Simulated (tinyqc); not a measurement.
## Threshold-voltage variability of a planar MOSFET, analytic estimates: a gate of 2 grains

Three independent sources add in quadrature: random dopants in the depleted layer, metal-gate grains of two orientations, and roughness of the two gate edges acting through the roll-off VT = VT(long) - Vr exp(-L/l). These are first-order estimates: no three-dimensional electrostatics, no percolation.

Each of 2 equal grains has the higher work function with probability p; the threshold shift is dW (j/2 - p) for j such grains, and the off current changes by exp(-shift/(n Vt)).

Values chosen for this exercise; material values close to those of silicon:
- T = 300 K (temperature)
- dW = 0.15 eV (work-function difference of the two grain orientations)
- p = 0.5 (share of the orientation of higher work function)
- n = 1.15 (subthreshold factor)

Constants: q = 1.602176634e-19 C, kB = 1.380649e-23 J/K, Vt = kB T/q. Results are converted to the units shown.

Distribution:

| j | probability | shift (mV) | Ioff factor | probability x factor |
|---|---|---|---|---|
| 0 | 0.2500 | -75.00 | 12.46 | 3.116 |
| 1 | 0.5000 | 0.00 | 1.000 | 0.5000 |
| 2 | 0.2500 | 75.00 | 0.08024 | 0.02006 |

What do the numbers show?

The standard deviation is dW sqrt(p (1 - p)/2) = 53.0 mV. The mean off current is 3.64 times the nominal one; the log-normal formula exp(s^2/(2 (n Vt)^2)) gives 4.91. Devices with j = 0, 25 % of all, carry 86 % of the mean leakage.

tinyqc, about 0.01 s, one thread, Intel Xeon 2.30GHz (shared host): `OMP_NUM_THREADS=1 python tinyqc.py 2090121 2090122 out.jsonl`
